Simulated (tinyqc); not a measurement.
Coupled-perturbed Hartree-Fock on RHF in the sto-6g basis, for BeH2, spin multiplicity 1, step by step. Computed by tinyqc, a small Python program that keeps every step (integrals from PySCF). Settings: charge = 0, multiplicity = 1, basis = sto-6g, method = RHF, energy threshold = 1e-10, iteration cap = 65, orthogonalisation = symmetric, start = core, DIIS depth = 6. Command: `OMP_NUM_THREADS=1 python tinyqc.py 26465 26466 out.jsonl` (the two numbers bound the seeds that draw the settings). One thread of a shared host (Intel(R) Xeon(R) Processor @ 2.60GHz), about 0.2 s of CPU time with the checks. The early iterations of the SCF are left out here.

## One-electron integrals

Geometry (angstrom):

| atom | x | y | z |
|---|---|---|---|
| Be | 0.00000 | 0.00000 | 0.00000 |
| H | 0.00000 | 1.56700 | 0.00000 |
| H | 0.00000 | -1.56700 | 0.00000 |

Basis sto-6g: exponents (1/bohr^2) and contraction coefficients of normalised primitives:

| element | l (shell) | exponent | coefficient |
|---|---|---|---|
| Be | s (1) | 312.87049 | 0.00916 |
| Be | s (1) | 57.36446 | 0.04936 |
| Be | s (1) | 16.04851 | 0.16854 |
| Be | s (1) | 5.51310 | 0.37056 |
| Be | s (1) | 2.14090 | 0.41649 |
| Be | s (1) | 0.88174 | 0.13033 |
| Be | s (2) | 13.63325 | -0.01325 |
| Be | s (2) | 2.69838 | -0.04699 |
| Be | s (2) | 0.83865 | -0.03379 |
| Be | s (2) | 0.32266 | 0.25024 |
| Be | s (2) | 0.14013 | 0.59512 |
| Be | s (2) | 0.06423 | 0.24071 |
| Be | p (3) | 13.63325 | 0.00376 |
| Be | p (3) | 2.69838 | 0.03768 |
| Be | p (3) | 0.83865 | 0.17390 |
| Be | p (3) | 0.32266 | 0.41804 |
| Be | p (3) | 0.14013 | 0.42586 |
| Be | p (3) | 0.06423 | 0.10171 |
| H | s (1) | 35.52322 | 0.00916 |
| H | s (1) | 6.51314 | 0.04936 |
| H | s (1) | 1.82214 | 0.16854 |
| H | s (1) | 0.62596 | 0.37056 |
| H | s (1) | 0.24308 | 0.41649 |
| H | s (1) | 0.10011 | 0.13033 |

Overlap, kinetic and nuclear-attraction integrals over the contracted functions; the nuclear repulsion is the sum of Za Zb / Rab.

nuclear repulsion = 2.8704571 hartree

overlap S, lower triangle:
```
          1Be 1s   1Be 2s  1Be 2px   1Be 2py  1Be 2pz    2H 1s    3H 1s
1Be 1s   1.00000
1Be 2s   0.25476  1.00000
1Be 2px  0.00000  0.00000  1.00000
1Be 2py  0.00000  0.00000  0.00000   1.00000
1Be 2pz  0.00000  0.00000  0.00000   0.00000  1.00000
2H 1s    0.04348  0.37290  0.00000   0.45440  0.00000  1.00000
3H 1s    0.04348  0.37290  0.00000  -0.45440  0.00000  0.01701  1.00000
```

kinetic energy T (hartree), lower triangle:
```
           1Be 1s   1Be 2s  1Be 2px   1Be 2py  1Be 2pz     2H 1s    3H 1s
1Be 1s    6.76875
1Be 2s   -0.20738  0.22012
1Be 2px   0.00000  0.00000  0.66127
1Be 2py   0.00000  0.00000  0.00000   0.66127
1Be 2pz   0.00000  0.00000  0.00000   0.00000  0.66127
2H 1s    -0.01237  0.03896  0.00000   0.12630  0.00000   0.76852
3H 1s    -0.01237  0.03896  0.00000  -0.12630  0.00000  -0.00474  0.76852
```

nuclear attraction V (hartree), lower triangle:
```
            1Be 1s    1Be 2s   1Be 2px   1Be 2py   1Be 2pz     2H 1s     3H 1s
1Be 1s   -15.39019
1Be 2s    -1.82280  -2.95251
1Be 2px    0.00000   0.00000  -2.89153
1Be 2py    0.00000   0.00000   0.00000  -3.07420
1Be 2pz    0.00000   0.00000   0.00000   0.00000  -2.89153
2H 1s     -0.33748  -1.01146   0.00000  -1.20691   0.00000  -2.75514
3H 1s     -0.33748  -1.01146   0.00000   1.20691   0.00000  -0.05201  -2.75514
```

core Hamiltonian H = T + V (hartree), lower triangle:
```
           1Be 1s    1Be 2s   1Be 2px   1Be 2py   1Be 2pz     2H 1s     3H 1s
1Be 1s   -8.62144
1Be 2s   -2.03018  -2.73239
1Be 2px   0.00000   0.00000  -2.23027
1Be 2py   0.00000   0.00000   0.00000  -2.41294
1Be 2pz   0.00000   0.00000   0.00000   0.00000  -2.23027
2H 1s    -0.34985  -0.97250   0.00000  -1.08061   0.00000  -1.98661
3H 1s    -0.34985  -0.97250   0.00000   1.08061   0.00000  -0.05675  -1.98661
```

## Two-electron integrals

Functions are numbered as in S; the eight-fold symmetry (ij|kl) = (ji|kl) = (kl|ij) leaves the list below.

Two-electron integrals (ij|kl) in chemists' order, unique and non-zero (hartree):
```
(11|11) 2.30000    (21|11) 0.36188    (21|21) 0.07193    (22|11) 0.57033
(22|21) 0.13965    (22|22) 0.41777    (31|31) 0.01525    (32|31) 0.02255
(32|32) 0.09234    (33|11) 0.57033    (33|21) 0.13965    (33|22) 0.41777
(33|33) 0.45012    (41|41) 0.01525    (42|41) 0.02255    (42|42) 0.09234
(43|43) 0.02426    (44|11) 0.57033    (44|21) 0.13965    (44|22) 0.41777
(44|33) 0.40160    (44|44) 0.45012    (51|51) 0.01525    (52|51) 0.02255
(52|52) 0.09234    (53|53) 0.02426    (54|54) 0.02426    (55|11) 0.57033
(55|21) 0.13965    (55|22) 0.41777    (55|33) 0.40160    (55|44) 0.40160
(55|55) 0.45012    (61|11) 0.06316    (61|21) 0.01221    (61|22) 0.02366
(61|33) 0.02347    (61|41) 0.00121    (61|42) 0.00237    (61|44) 0.02405
(61|55) 0.02347    (61|61) 0.00219    (62|11) 0.16723    (62|21) 0.04169
(62|22) 0.13766    (62|33) 0.13229    (62|41) 0.00578    (62|42) 0.03532
(62|44) 0.14838    (62|55) 0.13229    (62|61) 0.00786    (62|62) 0.07028
(63|31) 0.00381    (63|32) 0.01784    (63|43) 0.00596    (63|63) 0.00604
(64|11) 0.18527    (64|21) 0.04673    (64|22) 0.16101    (64|33) 0.15158
(64|41) 0.00929    (64|42) 0.05489    (64|44) 0.17989    (64|55) 0.15158
(64|61) 0.00920    (64|62) 0.09317    (64|64) 0.12692    (65|51) 0.00381
(65|52) 0.01784    (65|54) 0.00596    (65|65) 0.00604    (66|11) 0.33647
(66|21) 0.08551    (66|22) 0.31613    (66|33) 0.29369    (66|41) 0.01328
(66|42) 0.10628    (66|44) 0.36101    (66|55) 0.29369    (66|61) 0.01658
(66|62) 0.20936    (66|64) 0.29362    (66|66) 0.77500    (71|11) 0.06316
(71|21) 0.01221    (71|22) 0.02366    (71|33) 0.02347    (71|41) -0.00121
(71|42) -0.00237   (71|44) 0.02405    (71|55) 0.02347    (71|61) 0.00198
(71|62) 0.00649    (71|64) 0.00702    (71|66) 0.01319    (71|71) 0.00219
(72|11) 0.16723    (72|21) 0.04169    (72|22) 0.13766    (72|33) 0.13229
(72|41) -0.00578   (72|42) -0.03532   (72|44) 0.14838    (72|55) 0.13229
(72|61) 0.00649    (72|62) 0.03494    (72|64) 0.03763    (72|66) 0.07618
(72|71) 0.00786    (72|72) 0.07028    (73|31) 0.00381    (73|32) 0.01784
(73|43) -0.00596   (73|63) 0.00230    (73|73) 0.00604    (74|11) -0.18527
(74|21) -0.04673   (74|22) -0.16101   (74|33) -0.15158   (74|41) 0.00929
(74|42) 0.05489    (74|44) -0.17989   (74|55) -0.15158   (74|61) -0.00702
(74|62) -0.03763   (74|64) -0.03936   (74|66) -0.08147   (74|71) -0.00920
(74|72) -0.09317   (74|74) 0.12692    (75|51) 0.00381    (75|52) 0.01784
(75|54) -0.00596   (75|65) 0.00230    (75|75) 0.00604    (76|11) 0.00947
(76|21) 0.00230    (76|22) 0.00696    (76|33) 0.00682    (76|44) 0.00724
(76|55) 0.00682    (76|61) 0.00039    (76|62) 0.00244    (76|64) 0.00294
(76|66) 0.00603    (76|71) 0.00039    (76|72) 0.00244    (76|74) -0.00294
(76|76) 0.00012    (77|11) 0.33647    (77|21) 0.08551    (77|22) 0.31613
(77|33) 0.29369    (77|41) -0.01328   (77|42) -0.10628   (77|44) 0.36101
(77|55) 0.29369    (77|61) 0.01319    (77|62) 0.07618    (77|64) 0.08147
(77|66) 0.16884    (77|71) 0.01658    (77|72) 0.20936    (77|74) -0.29362
(77|76) 0.00603    (77|77) 0.77500
```

## Orthogonalisation

S = U s U^T; symmetric (Loewdin) form X = U s^(-1/2) U^T, so that X^T S X = 1.

eigenvalues of S: 0.34882  0.44357  0.95518  1.00000  1.00000  1.61827  1.63417

X, lower triangle:
```
           1Be 1s    1Be 2s  1Be 2px   1Be 2py  1Be 2pz     2H 1s    3H 1s
1Be 1s    1.02730
1Be 2s   -0.14695   1.16212
1Be 2px   0.00000   0.00000  1.00000
1Be 2py   0.00000   0.00000  0.00000   1.23168
1Be 2pz   0.00000   0.00000  0.00000   0.00000  1.00000
2H 1s     0.01925  -0.22987  0.00000  -0.32202  0.00000   1.18254
3H 1s     0.01925  -0.22987  0.00000   0.32202  0.00000  -0.06119  1.18254
```

## Iteration 6 (converged): orbitals

converged F (hartree), lower triangle:
```
           1Be 1s    1Be 2s  1Be 2px   1Be 2py  1Be 2pz     2H 1s     3H 1s
1Be 1s   -4.60148
1Be 2s   -1.24989  -0.56485
1Be 2px   0.00000   0.00000  0.21015
1Be 2py   0.00000   0.00000  0.00000  -0.14973
1Be 2pz   0.00000   0.00000  0.00000   0.00000  0.21015
2H 1s    -0.21768  -0.33712  0.00000  -0.30242  0.00000  -0.23754
3H 1s    -0.21768  -0.33712  0.00000   0.30242  0.00000  -0.01638  -0.23754
```

Diagonalise F' = X^T F X, C = X C', fill 3 alpha and 3 beta electrons from the bottom; D = 2 C_occ C_occ^T. Each column has its largest component positive (the first on a tie).

F' = X^T F X (hartree), lower triangle:
```
          1         2        3         4        5         6        7
1  -4.50459
2  -0.65961  -0.13133
3   0.00000   0.00000  0.21015
4   0.00000   0.00000  0.00000   0.20677
5   0.00000   0.00000  0.00000   0.00000  0.21015
6  -0.00925  -0.27798  0.00000  -0.37802  0.00000   0.03993
7  -0.00925  -0.27798  0.00000   0.37802  0.00000  -0.07140  0.03993
```

orbital energies (hartree): MO1 -4.60301, MO2 -0.41915, MO3 -0.37768, MO4 0.21015, MO5 0.21015, MO6 0.35476, MO7 0.69578

coefficients C:
```
              MO1       MO2       MO3      MO4      MO5       MO6       MO7
1Be 1s    0.99476  -0.20191   0.00000  0.00000  0.00000  -0.21763   0.00000
1Be 2s    0.02075   0.60045   0.00000  0.00000  0.00000   1.05680   0.00000
1Be 2px   0.00000   0.00000   0.00000  1.00000  0.00000   0.00000   0.00000
1Be 2py   0.00000   0.00000   0.49528  0.00000  0.00000   0.00000   1.21620
1Be 2pz   0.00000   0.00000   0.00000  0.00000  1.00000   0.00000   0.00000
2H 1s    -0.00253   0.39629   0.43158  0.00000  0.00000  -0.72448  -0.83119
3H 1s    -0.00253   0.39629  -0.43158  0.00000  0.00000  -0.72448   0.83119
```

D after iteration 6, lower triangle:
```
           1Be 1s   1Be 2s  1Be 2px   1Be 2py  1Be 2pz     2H 1s    3H 1s
1Be 1s    2.06065
1Be 2s   -0.20120  0.72195
1Be 2px   0.00000  0.00000  0.00000
1Be 2py   0.00000  0.00000  0.00000   0.49060
1Be 2pz   0.00000  0.00000  0.00000   0.00000  0.00000
2H 1s    -0.16506  0.47581  0.00000   0.42750  0.00000   0.68663
3H 1s    -0.16506  0.47581  0.00000  -0.42750  0.00000  -0.05841  0.68663
```

Within a degenerate level the vectors are fixed only up to a rotation; this is one choice.

## Convergence

Stop when the energy changes by less than 1e-10 hartree and every element of the error matrix X^T (F D S - S D F) X is below 3e-06.

Course of the cycle:

| iteration | E (hartree) | change | largest element of the error matrix |
|---|---|---|---|
| 1 | -14.9296772 | - | 5.47e-01 |
| 2 | -15.6761092 | -7.46e-01 | 2.31e-02 |
| 3 | -15.6766467 | -5.38e-04 | 1.92e-03 |
| 4 | -15.6766555 | -8.81e-06 | 3.44e-04 |
| 5 | -15.6766559 | -3.58e-07 | 5.80e-06 |
| 6 | -15.6766559 | -6.37e-11 | 6.50e-09 |

PySCF RHF in the same basis = -15.6766559 hartree

Converged in 6 iterations.

## Integrals over molecular orbitals

(pq|rs) = sum C_ip C_jq C_kr C_ls (ij|kl), one index at a time.

one-electron integrals over orbitals h = C^T H C (hartree), lower triangle:
```
          1         2         3         4         5         6         7
1  -8.61268
2   0.20834  -2.29986
3   0.00000   0.00000  -2.23474
4   0.00000   0.00000   0.00000  -2.23027
5   0.00000   0.00000   0.00000   0.00000  -2.23027
6   0.21230  -0.25136   0.00000   0.00000   0.00000  -1.91343
7   0.00000   0.00000  -0.31355   0.00000   0.00000   0.00000  -1.86613
```

Two-electron integrals over orbitals (pq|rs), unique and non-zero (hartree):
```
(11|11) 2.28105    (21|11) -0.18757   (21|21) 0.02428    (22|11) 0.45900
(22|21) -0.00569   (22|22) 0.37424    (31|31) 0.00515    (32|31) 0.01093
(32|32) 0.15975    (33|11) 0.42003    (33|21) -0.00208   (33|22) 0.38625
(33|33) 0.40940    (41|41) 0.01602    (42|41) 0.01469    (42|42) 0.04683
(43|43) 0.01244    (44|11) 0.57006    (44|21) -0.00682   (44|22) 0.35281
(44|33) 0.33498    (44|44) 0.45012    (51|51) 0.01602    (52|51) 0.01469
(52|52) 0.04683    (53|53) 0.01244    (54|54) 0.02426    (55|11) 0.57006
(55|21) -0.00682   (55|22) 0.35281    (55|33) 0.33498    (55|44) 0.40160
(55|55) 0.45012    (61|11) -0.20087   (61|21) 0.02660    (61|22) -0.00624
(61|33) -0.00285   (61|44) -0.00551   (61|55) -0.00551   (61|61) 0.02925
(62|11) 0.14169    (62|21) -0.00641   (62|22) -0.01530   (62|33) -0.04107
(62|44) 0.06808    (62|55) 0.06808    (62|61) -0.00585   (62|62) 0.08385
(63|31) -0.00034   (63|32) -0.09203   (63|63) 0.08663    (64|41) 0.01624
(64|42) 0.04659    (64|64) 0.05001    (65|51) 0.01624    (65|52) 0.04659
(65|65) 0.05001    (66|11) 0.46994    (66|21) -0.00721   (66|22) 0.37671
(66|33) 0.38730    (66|44) 0.35447    (66|55) 0.35447    (66|61) -0.00745
(66|62) -0.02588   (66|66) 0.39358    (71|31) 0.00973    (71|32) 0.01746
(71|63) 0.00039    (71|71) 0.01855    (72|31) 0.00451    (72|32) -0.04026
(72|63) 0.06321    (72|71) 0.00831    (72|72) 0.05804    (73|11) 0.15073
(73|21) -0.00384   (73|22) -0.00009   (73|33) -0.01824   (73|44) 0.07041
(73|55) 0.07041    (73|61) -0.00350   (73|62) 0.07948    (73|66) -0.01913
(73|73) 0.08767    (74|43) 0.01327    (74|74) 0.01697    (75|53) 0.01327
(75|75) 0.01697    (76|31) 0.00981    (76|32) 0.14005    (76|63) -0.09040
(76|71) 0.01615    (76|72) -0.04744   (76|76) 0.13591    (77|11) 0.54595
(77|21) -0.00704   (77|22) 0.40057    (77|33) 0.41657    (77|44) 0.37749
(77|55) 0.37749    (77|61) -0.00740   (77|62) -0.01846   (77|66) 0.41087
(77|73) 0.00335    (77|77) 0.45376
```

## Response to a field: uncoupled start

dipole integrals <a|y|i> (bohr):
```
         i1        i2        i3
a4  0.00000   0.00000   0.00000
a5  0.00000   0.00000   0.00000
a6  0.00000   0.00000  -1.35083
a7  0.13385  -0.70413   0.00000
```

Field along y; U_ai = -mu_ai / (e_a - e_i), alpha = -4 sum U_ai mu_ai.

uncoupled U:
```
          i1       i2       i3
a4   0.00000  0.00000  0.00000
a5   0.00000  0.00000  0.00000
a6   0.00000  0.00000  1.84427
a7  -0.02526  0.63155  0.00000
```

uncoupled polarisability = 11.75749 bohr^3

## Coupled step 1

U_ai = -(mu_ai + sum_bj [4 (ai|bj) - (ab|ij) - (aj|bi)] U_bj) / (e_a - e_i); alpha = -4 sum U_ai mu_ai.

U after step 1:
```
          i1       i2       i3
a4   0.00000  0.00000  0.00000
a5   0.00000  0.00000  0.00000
a6   0.00000  0.00000  2.13624
a7  -0.02975  0.70544  0.00000
```

polarisability = 13.54563 bohr^3

## Coupled step 2

As before.

U after step 2:
```
          i1       i2       i3
a4   0.00000  0.00000  0.00000
a5   0.00000  0.00000  0.00000
a6   0.00000  0.00000  2.18365
a7  -0.03035  0.71186  0.00000
```

polarisability = 13.82016 bohr^3

## Coupled polarisability

Repeat until U stops changing; compare with -d2E/dF2.

Course of the coupled iterations:

| step | alpha (bohr^3) |
|---|---|
| 0 | 11.75749 |
| 1 | 13.54563 |
| 2 | 13.82016 |
| 3 | 13.86289 |
| 4 | 13.86966 |
| 5 | 13.87076 |
| 6 | 13.87095 |
| 7 | 13.87098 |
| 8 | 13.87099 |
| 9 | 13.87099 |
| 10 | 13.87099 |
| 11 | 13.87099 |
| 12 | 13.87099 |

coupled polarisability = 13.87099 bohr^3

finite-field check, fields of +/-0.001 au = 13.87102 bohr^3
